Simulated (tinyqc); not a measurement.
Inside a calculation. Method: CCSD on RHF in the sto-3g basis, for B+, spin multiplicity 1. Computed by tinyqc, a small Python program that keeps every step (integrals from PySCF). Settings: charge = 1, multiplicity = 1, basis = sto-3g, method = RHF, energy threshold = 1e-10, iteration cap = 71, orthogonalisation = symmetric, start = atomic densities, DIIS depth = 6, amplitude equations = CCSD, DIIS depth for amplitudes = 6, cap on updates = 81. Command: `OMP_NUM_THREADS=1 python tinyqc.py 31168 31169 out.jsonl` (the two numbers bound the seeds that draw the settings). One thread of a shared host (Intel(R) Xeon(R) Processor @ 2.60GHz), about 0.2 s of CPU time with the checks. The early iterations of the SCF are left out here.

## One-electron integrals

Geometry (angstrom):
```
atom        x        y        z
B     0.00000  0.00000  0.00000
```

Basis sto-3g: exponents (1/bohr^2) and contraction coefficients of normalised primitives:
```
element  l (shell)  exponent  coefficient
B            s (1)  48.79111      0.15433
B            s (1)   8.88736      0.53533
B            s (1)   2.40527      0.44463
B            s (2)   2.23696     -0.09997
B            s (2)   0.51982      0.39951
B            s (2)   0.16906      0.70012
B            p (3)   2.23696      0.15592
B            p (3)   0.51982      0.60768
B            p (3)   0.16906      0.39196
```

Overlap, kinetic and nuclear-attraction integrals over the contracted functions; the nuclear repulsion is the sum of Za Zb / Rab.

nuclear repulsion = 0 hartree

overlap S, order 1B 1s, 1B 2s, 1B 2px, 1B 2py, 1B 2pz:
$$\begin{pmatrix}
1.00000 & 0.26933 & 0.00000 & 0.00000 & 0.00000 \\
0.26933 & 1.00000 & 0.00000 & 0.00000 & 0.00000 \\
0.00000 & 0.00000 & 1.00000 & 0.00000 & 0.00000 \\
0.00000 & 0.00000 & 0.00000 & 1.00000 & 0.00000 \\
0.00000 & 0.00000 & 0.00000 & 0.00000 & 1.00000
\end{pmatrix}$$

kinetic energy T (hartree), order 1B 1s, 1B 2s, 1B 2px, 1B 2py, 1B 2pz:
$$\begin{pmatrix}
10.82630 & -0.04797 & 0.00000 & 0.00000 & 0.00000 \\
-0.04797 & 0.35917 & 0.00000 & 0.00000 & 0.00000 \\
0.00000 & 0.00000 & 1.12388 & 0.00000 & 0.00000 \\
0.00000 & 0.00000 & 0.00000 & 1.12388 & 0.00000 \\
0.00000 & 0.00000 & 0.00000 & 0.00000 & 1.12388
\end{pmatrix}$$

nuclear attraction V (hartree), order 1B 1s, 1B 2s, 1B 2px, 1B 2py, 1B 2pz:
$$\begin{pmatrix}
-23.14739 & -3.13936 & 0.00000 & 0.00000 & 0.00000 \\
-3.13936 & -3.77163 & 0.00000 & 0.00000 & 0.00000 \\
0.00000 & 0.00000 & -3.74144 & 0.00000 & 0.00000 \\
0.00000 & 0.00000 & 0.00000 & -3.74144 & 0.00000 \\
0.00000 & 0.00000 & 0.00000 & 0.00000 & -3.74144
\end{pmatrix}$$

core Hamiltonian H = T + V (hartree), order 1B 1s, 1B 2s, 1B 2px, 1B 2py, 1B 2pz:
$$\begin{pmatrix}
-12.32109 & -3.18733 & 0.00000 & 0.00000 & 0.00000 \\
-3.18733 & -3.41246 & 0.00000 & 0.00000 & 0.00000 \\
0.00000 & 0.00000 & -2.61756 & 0.00000 & 0.00000 \\
0.00000 & 0.00000 & 0.00000 & -2.61756 & 0.00000 \\
0.00000 & 0.00000 & 0.00000 & 0.00000 & -2.61756
\end{pmatrix}$$

## Two-electron integrals

Functions are numbered as in S; the eight-fold symmetry (ij|kl) = (ji|kl) = (kl|ij) leaves the list below.

Two-electron integrals (ij|kl) in chemists' order, unique and non-zero (hartree):
```
(11|11) 2.92351   (21|11) 0.51838   (21|21) 0.10926   (22|11) 0.74423
(22|21) 0.19318   (22|22) 0.54480   (31|31) 0.02026   (32|31) 0.03000
(32|32) 0.12035   (33|11) 0.74249   (33|21) 0.19324   (33|22) 0.54468
(33|33) 0.58677   (41|41) 0.02026   (42|41) 0.03000   (42|42) 0.12035
(43|43) 0.03163   (44|11) 0.74249   (44|21) 0.19324   (44|22) 0.54468
(44|33) 0.52351   (44|44) 0.58677   (51|51) 0.02026   (52|51) 0.03000
(52|52) 0.12035   (53|53) 0.03163   (54|54) 0.03163   (55|11) 0.74249
(55|21) 0.19324   (55|22) 0.54468   (55|33) 0.52351   (55|44) 0.52351
(55|55) 0.58677
```

## Orthogonalisation

S = U s U^T; symmetric (Loewdin) form X = U s^(-1/2) U^T, so that X^T S X = 1.

eigenvalues of S: [0.73067, 1.00000, 1.00000, 1.00000, 1.26933]

X, order 1B 1s, 1B 2s, 1B 2px, 1B 2py, 1B 2pz:
$$\begin{pmatrix}
1.02873 & -0.14114 & 0.00000 & 0.00000 & 0.00000 \\
-0.14114 & 1.02873 & 0.00000 & 0.00000 & 0.00000 \\
0.00000 & 0.00000 & 1.00000 & 0.00000 & 0.00000 \\
0.00000 & 0.00000 & 0.00000 & 1.00000 & 0.00000 \\
0.00000 & 0.00000 & 0.00000 & 0.00000 & 1.00000
\end{pmatrix}$$

## Starting guess

The start is atomic minimal-basis densities projected into this basis (PySCF's MINAO start) and scaled to the electron count of each spin; this density is not idempotent, so its energy is not variational and may lie below the converged one.

D at the start, order 1B 1s, 1B 2s, 1B 2px, 1B 2py, 1B 2pz:
$$\begin{pmatrix}
1.74911 & -0.46350 & 0.00000 & 0.00000 & 0.00000 \\
-0.46350 & 1.72937 & 0.00000 & 0.00000 & 0.00000 \\
0.00000 & 0.00000 & 0.25706 & 0.00000 & 0.00000 \\
0.00000 & 0.00000 & 0.00000 & 0.25706 & 0.00000 \\
0.00000 & 0.00000 & 0.00000 & 0.00000 & 0.25706
\end{pmatrix}$$

## Iteration 3 (converged): orbitals

converged F (hartree), order 1B 1s, 1B 2s, 1B 2px, 1B 2py, 1B 2pz:
$$\begin{pmatrix}
-7.98292 & -2.29919 & 0.00000 & 0.00000 & 0.00000 \\
-2.29919 & -1.45018 & 0.00000 & 0.00000 & 0.00000 \\
0.00000 & 0.00000 & -0.20052 & 0.00000 & 0.00000 \\
0.00000 & 0.00000 & 0.00000 & -0.20052 & 0.00000 \\
0.00000 & 0.00000 & 0.00000 & 0.00000 & -0.20052
\end{pmatrix}$$

Diagonalise F' = X^T F X, C = X C', fill 2 alpha and 2 beta electrons from the bottom; D = 2 C_occ C_occ^T. Each column has its largest component positive (the first on a tie).

F' = X^T F X (hartree):
$$\begin{pmatrix}
-7.80947 & -1.10936 & 0.00000 & 0.00000 & 0.00000 \\
-1.10936 & -1.02607 & 0.00000 & 0.00000 & 0.00000 \\
0.00000 & 0.00000 & -0.20052 & 0.00000 & 0.00000 \\
0.00000 & 0.00000 & 0.00000 & -0.20052 & 0.00000 \\
0.00000 & 0.00000 & 0.00000 & 0.00000 & -0.20052
\end{pmatrix}$$

orbital energies (hartree): MO1 -7.98629, MO2 -0.84925, MO3 -0.20052, MO4 -0.20052, MO5 -0.20052

coefficients C, order 1B 1s, 1B 2s, 1B 2px, 1B 2py, 1B 2pz:
$$\begin{pmatrix}
0.99369 & -0.30130 & 0.00000 & 0.00000 & 0.00000 \\
0.02254 & 1.03812 & 0.00000 & 0.00000 & 0.00000 \\
0.00000 & 0.00000 & 1.00000 & 0.00000 & 0.00000 \\
0.00000 & 0.00000 & 0.00000 & 1.00000 & 0.00000 \\
0.00000 & 0.00000 & 0.00000 & 0.00000 & 1.00000
\end{pmatrix}$$

D after iteration 3, order 1B 1s, 1B 2s, 1B 2px, 1B 2py, 1B 2pz:
$$\begin{pmatrix}
2.15642 & -0.58078 & 0.00000 & 0.00000 & 0.00000 \\
-0.58078 & 2.15642 & 0.00000 & 0.00000 & 0.00000 \\
0.00000 & 0.00000 & 0.00000 & 0.00000 & 0.00000 \\
0.00000 & 0.00000 & 0.00000 & 0.00000 & 0.00000 \\
0.00000 & 0.00000 & 0.00000 & 0.00000 & 0.00000
\end{pmatrix}$$

Within a degenerate level the vectors are fixed only up to a rotation; this is one choice.

## Convergence

Stop when the energy changes by less than 1e-10 hartree and every element of the error matrix X^T (F D S - S D F) X is below 3e-06.

Course of the cycle:
```
iteration  E (hartree)     change  largest element of the error matrix
1          -20.7704467          -                             1.37e-02
2          -23.9484704  -3.18e+00                              0.00000
3          -23.9484704   1.07e-14                              0.00000
```

PySCF RHF in the same basis = -23.9484704 hartree

Converged in 3 iterations.

## Populations

Mulliken: Z minus the diagonal of D S on the atom; Loewdin: the same with S^(1/2) D S^(1/2).

Charges (e):
```
atom  Mulliken  Loewdin
1B     1.00000  1.00000
```

## Integrals over molecular orbitals

(pq|rs) = sum C_ip C_jq C_kr C_ls (ij|kl), one index at a time.

one-electron integrals over orbitals h = C^T H C (hartree):
$$\begin{pmatrix}
-12.31069 & 0.34279 & 0.00000 & 0.00000 & 0.00000 \\
0.34279 & -2.80224 & 0.00000 & 0.00000 & 0.00000 \\
0.00000 & 0.00000 & -2.61756 & 0.00000 & 0.00000 \\
0.00000 & 0.00000 & 0.00000 & -2.61756 & 0.00000 \\
0.00000 & 0.00000 & 0.00000 & 0.00000 & -2.61756
\end{pmatrix}$$

Two-electron integrals over orbitals (pq|rs), unique and non-zero (hartree):
```
(11|11) 2.89729    (21|11) -0.32430   (21|21) 0.05785    (22|11) 0.74248
(22|21) -0.01849   (22|22) 0.52588    (31|31) 0.02141    (32|31) 0.02749
(32|32) 0.11277    (33|11) 0.74209    (33|21) -0.01153   (33|22) 0.53352
(33|33) 0.58677    (41|41) 0.02141    (42|41) 0.02749    (42|42) 0.11277
(43|43) 0.03163    (44|11) 0.74209    (44|21) -0.01153   (44|22) 0.53352
(44|33) 0.52351    (44|44) 0.58677    (51|51) 0.02141    (52|51) 0.02749
(52|52) 0.11277    (53|53) 0.03163    (54|54) 0.03163    (55|11) 0.74209
(55|21) -0.01153   (55|22) 0.53352    (55|33) 0.52351    (55|44) 0.52351
(55|55) 0.58677
```

## CCSD: starting amplitudes

t_ij^ab = <ij||ab> / (e_i + e_j - e_a - e_b), whose energy is MP2.

Starting amplitudes (spin orbitals 1a, 1b, ...; amplitudes related by a flip of all spins are not repeated):
```
from      to         t
2a 2b  3a 3b  -0.08692
2a 2b  4a 4b  -0.08692
2a 2b  5a 5b  -0.08692
1a 2b  3a 3b  -0.00326
1a 2b  4a 4b  -0.00326
1a 2b  5a 5b  -0.00326
1a 1b  3a 3b  -0.00138
1a 1b  4a 4b  -0.00138
1a 1b  5a 5b  -0.00138
```

correlation energy = -0.0300310 hartree

## CCSD: amplitude update 1

t_i^a D_i^a and t_ij^ab D_ij^ab are set to the remaining terms of the spin-orbital equations, evaluated with the old amplitudes; for the doubles these are <ij||ab> + 1/2 <ab||ef> t_ij^ef + 1/2 <mn||ij> t_mn^ab + P(ij)P(ab) <mb||ej> t_im^ae + terms in t^2 + terms with t1, D the orbital-energy denominators.

Amplitudes after update 1 (spin orbitals 1a, 1b, ...; amplitudes related by a flip of all spins are not repeated):
```
from      to         t
2a 2b  3a 3b  -0.13377
2a 2b  4a 4b  -0.13377
2a 2b  5a 5b  -0.13377
1a 2b  3a 3b  -0.00333
1a 2b  4a 4b  -0.00333
1a 2b  5a 5b  -0.00333
1a 1b  3a 3b  -0.00111
1a 1b  4a 4b  -0.00111
1a 1b  5a 5b  -0.00111
```

correlation energy = -0.0458771 hartree

## CCSD: amplitude update 2

As before.

Amplitudes after update 2 (spin orbitals 1a, 1b, ...; amplitudes related by a flip of all spins are not repeated):
```
from      to         t
2a 2b  4a 4b  -0.15752
2a 2b  5a 5b  -0.15752
2a 2b  3a 3b  -0.15752
1a 2b  3a 3b  -0.00315
1a 2b  4a 4b  -0.00315
1a 2b  5a 5b  -0.00315
1a 1b  3a 3b  -0.00095
1a 1b  4a 4b  -0.00095
1a 1b  5a 5b  -0.00095
```

correlation energy = -0.0538704 hartree

## CCSD: amplitude update 3

t_i^a D_i^a and t_ij^ab D_ij^ab are set to the remaining terms of the spin-orbital equations, evaluated with the old amplitudes; for the doubles these are <ij||ab> + 1/2 <ab||ef> t_ij^ef + 1/2 <mn||ij> t_mn^ab + P(ij)P(ab) <mb||ej> t_im^ae + terms in t^2 + terms with t1, D the orbital-energy denominators. DIIS then mixes the stored amplitudes.

DIIS coefficients: [-0.95753, 1.95753]

Amplitudes after update 3 (spin orbitals 1a, 1b, ...; amplitudes related by a flip of all spins are not repeated):
```
from      to         t
2a 2b  4a 4b  -0.18025
2a 2b  5a 5b  -0.18025
2a 2b  3a 3b  -0.18025
1a 2b  3a 3b  -0.00292
1a 2b  4a 4b  -0.00292
1a 2b  5a 5b  -0.00292
1a 1b  3a 3b  -0.00078
1a 1b  4a 4b  -0.00078
1a 1b  5a 5b  -0.00078
```

correlation energy = -0.0615136 hartree

## CCSD: convergence

E_corr = 1/4 sum <ij||ab> t_ij^ab + 1/2 sum <ij||ab> t_i^a t_j^b; stop when the norm of the change is below 1e-8.

Course of the amplitude iterations:
```
update  correlation energy (hartree)  norm of the change
0                         -0.0300310                   -
1                         -0.0458771            1.62e-01
2                         -0.0538704            8.23e-02
3                         -0.0615136            4.02e-02
4                         -0.0613056            9.37e-04
5                         -0.0613258            1.90e-04
6                         -0.0613289            7.97e-05
7                         -0.0613307            6.27e-05
8                         -0.0613405            5.30e-05
9                         -0.0613405            4.49e-08
10                        -0.0613405            8.87e-11
```

Converged amplitudes (spin orbitals 1a, 1b, ...; amplitudes related by a flip of all spins are not repeated):
```
from      to         t
2a 2b  3a 3b  -0.17974
2a 2b  4a 4b  -0.17974
2a 2b  5a 5b  -0.17974
1a 2b  3a 3b  -0.00291
1a 2b  4a 4b  -0.00291
1a 2b  5a 5b  -0.00291
1a 1b  3a 3b  -0.00078
1a 1b  4a 4b  -0.00078
1a 1b  5a 5b  -0.00078
```

CCSD total energy = -24.0098108 hartree

T1 diagnostic, norm of the one-spin t1 over sqrt(correlated electrons) = 0.00000

Converged in 10 updates, with DIIS from the third.
